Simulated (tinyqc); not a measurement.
Hubbard ring of 3 sites, step by step. One step of it, computed by the program tinyqc.

Question. The many-body Hamiltonian. Basis: all placements (u, d, 2, 0 on each site), up operators ordered before down ones; hops carry the sign of the same-spin electrons passed.

one-body matrix (hopping and site energies) (eV), order 1, 2, 3:
```
[[0.000000, -1.500000, -1.500000],
 [-1.500000, 0.000000, -1.500000],
 [-1.500000, -1.500000, 0.000000]]
```

U = 3.700000 eV

electrons, up and down: [2, 1]

Give: H.

Answer.

H (eV), order 2u0, u20, uud, 20u, udu, u02, duu, 02u, 0u2:
```
[[3.7000, -1.5000, -1.5000, -1.5000, 0.0000, 0.0000, 1.5000, 0.0000, 0.0000],
 [-1.5000, 3.7000, -1.5000, 0.0000, -1.5000, 0.0000, 0.0000, 1.5000, 0.0000],
 [-1.5000, -1.5000, 0.0000, 0.0000, 0.0000, -1.5000, 0.0000, 0.0000, 1.5000],
 [-1.5000, 0.0000, 0.0000, 3.7000, -1.5000, -1.5000, -1.5000, 0.0000, 0.0000],
 [0.0000, -1.5000, 0.0000, -1.5000, 0.0000, -1.5000, 0.0000, -1.5000, 0.0000],
 [0.0000, 0.0000, -1.5000, -1.5000, -1.5000, 3.7000, 0.0000, 0.0000, -1.5000],
 [1.5000, 0.0000, 0.0000, -1.5000, 0.0000, 0.0000, 0.0000, -1.5000, -1.5000],
 [0.0000, 1.5000, 0.0000, 0.0000, -1.5000, 0.0000, -1.5000, 3.7000, -1.5000],
 [0.0000, 0.0000, 1.5000, 0.0000, 0.0000, -1.5000, -1.5000, -1.5000, 3.7000]]
```
